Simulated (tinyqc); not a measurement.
# Voltage acceleration of oxide breakdown, four models on the same data: lifetime against voltage in four models

Field E = V/tox in MV/cm. Models: ln(t63/1 s) = a - c X with X = E (E model), -1/E (1/E model), ln V (power law, c the exponent n) or sqrt(E).

a and c were fitted to stress data from 4.3 to 5.74 V. Project to Vu, multiply by exp[(Ea q/kB)(1/Tu - 1/Ts)] and by ks; ten years are 3.15576e8 s.

Inputs (values chosen for the exercise):
- tox = 5.6 nm (oxide thickness)
- Ts = 373 K (stress temperature)
- Tu = 358 K (use temperature)
- Ea = 0.88 eV (activation energy)
- ks = 0.00032 (factor for area and percentile)

Constants: q = 1.602176634e-19 C, kB = 1.380649e-23 J/K. Results are converted to the units shown.

```
model         c         a
E       3.37730   34.5939
1/E     269.280  -26.1674
power   30.2984   52.9777
sqrt E  20.2545   64.8487
```

Lifetime against voltage in four models:
```
Vu (V)  log10 years, E  log10 years, 1/E  log10 years, power  log10 years, sqrt E
2              -0.7102             10.88               3.391                1.044
2.39            -1.732             5.542               1.047              -0.5047
2.79            -2.779             1.613             -0.9889               -1.967
3.18            -3.801            -1.266              -2.711               -3.294
3.57            -4.822            -3.516              -4.233               -4.542
3.96            -5.844            -5.322              -5.597               -5.724
4.36            -6.891            -6.839              -6.863               -6.877
4.75            -7.913            -8.073              -7.991               -7.951
```

The four agree within 0.16 decades in the last row, inside the stress range, and part by 11.6 decades in the first. The local exponent -d ln t/d ln V is c E for the E model, which shrinks as V falls, constant for the power law, and c/E for the 1/E model, which grows as V falls.

Range of the model: All four laws are empirical fits; none is established far below the stress range.

Program tinyqc, `OMP_NUM_THREADS=1 python tinyqc.py 2070055 2070056 out.jsonl`; Intel Xeon 2.30GHz, shared host, one thread, about 0.01 s.
